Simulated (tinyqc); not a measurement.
Changing the field after the step F: velocity overshoot from momentum and energy balance equations after a field step. Computed by tinyqc, a small Python program. Command: `OMP_NUM_THREADS=1 python tinyqc.py 3028109 3028110 out.jsonl overshoot sweep`. One thread of a shared host (Intel(R) Xeon(R) Processor @ 2.30GHz), about 0.03 s of CPU time with the checks.

At t = 0 the field jumps from 0 to F in a uniform sample. v is the drift velocity and u = w - (3/2) k_B T the excess energy per carrier.

Inputs (values chosen for the exercise, modelled on electrons in germanium except for tau_E):

| quantity | value | unit |
|---|---|---|
| effective mass m | 0.12 | m_0 |
| low-field mobility mu_0 | 4100 | cm^2/(V s) |
| saturation velocity v_s | 0.65 | 1e7 cm/s |
| energy relaxation time tau_E | 0.39 | ps |
| lattice temperature T | 300 | K |
| time step dt | 6.1 | fs |

Scheme: explicit Euler.

Constants: m_0 = 9.1093837015e-31 kg; e = 1.602176634e-19 C; k_B = 8.617333262e-05 eV/K.

Method:
- dv/dt = e F/m - v/tau_m(u), du/dt = e F v - u/tau_E, tau_m(u) = tau_0/(1 + c u), tau_0 = m mu_0/e, c = mu_0/(e tau_E v_s^2); this choice gives the steady state v (1 + mu_0 F v/v_s^2) = mu_0 F, which saturates at v_s. Steady velocity v = 2 mu_0 F/(1 + sqrt(1 + 4 (mu_0 F/v_s)^2)); u = e F v tau_E; carrier temperature T + 2u/(3 k_B), neglecting the drift energy m v^2/2.
- Step: v_new = v + dt (e F/m - v/tau_m(u)), u_new = u + dt (e F v - u/tau_E). Start v = u = 0; the distance adds dt (v + v_new)/2.
- Run to 8 times the larger of tau_E and tau_0, but at most 20001 steps, and stop early if |v| > 1000 v_s or u < -1/(2c); the run is accepted if the last v is within 0.5 % of the steady value.

One run for each value:

| field after the step F (kV/cm) | peak over steady velocity | peak velocity (1e7 cm/s) | steady velocity (1e7 cm/s) | time of the peak (fs) | distance at the peak (nm) |
|---|---|---|---|---|---|
| 0.18 | 1.000 | 0.0729 | 0.0729 | 2458.3 | 15.96 |
| 0.27 | 1.001 | 0.1077 | 0.1077 | 1897.1 | 17.65 |
| 0.56 | 1.011 | 0.2086 | 0.2064 | 1134.6 | 19.03 |
| 0.80 | 1.031 | 0.2794 | 0.2710 | 872.3 | 18.86 |
| 1.20 | 1.081 | 0.3780 | 0.3496 | 640.5 | 17.94 |
| 1.70 | 1.155 | 0.4781 | 0.4141 | 500.2 | 17.23 |
| 2.40 | 1.258 | 0.5912 | 0.4699 | 384.3 | 15.85 |
| 3.50 | 1.408 | 0.7313 | 0.5192 | 292.8 | 14.55 |

Give the missing row, field after the step F (kV/cm) = 0.38.

Computed row; columns: (1) field after the step F (kV/cm); (2) peak over steady velocity; (3) peak velocity (1e7 cm/s); (4) steady velocity (1e7 cm/s); (5) time of the peak (fs); (6) distance at the peak (nm):
```
(1)     (2)     (3)     (4)     (5)    (6)
0.38  1.002  0.1481  0.1478  1500.6  18.60
```

Interpolating between the two neighbouring rows (the first column on a logarithmic scale, the others too where they are positive) misses most in distance at the peak (nm), by 1.7 %. Over the rows, peak over steady velocity rises from 1.00 to 1.41 (exponent d ln y / d ln x 0.0011 between the first rows and 0.30 between the last); peak velocity (1e7 cm/s) rises from 0.0729 to 0.731 (exponent d ln y / d ln x 0.96 between the first rows and 0.56 between the last); steady velocity (1e7 cm/s) rises from 0.0729 to 0.519 (exponent d ln y / d ln x 0.96 between the first rows and 0.26 between the last). At the low end the exponent of steady velocity is 0.96, close to 1: Ohm's law. Overshoot passes 10 % between 1.20 and 1.70 kV/cm; the knee field v_s/mu_0 is 1.59 kV/cm.

Extremes, crossings and ranges named in words are read from the listed rows.
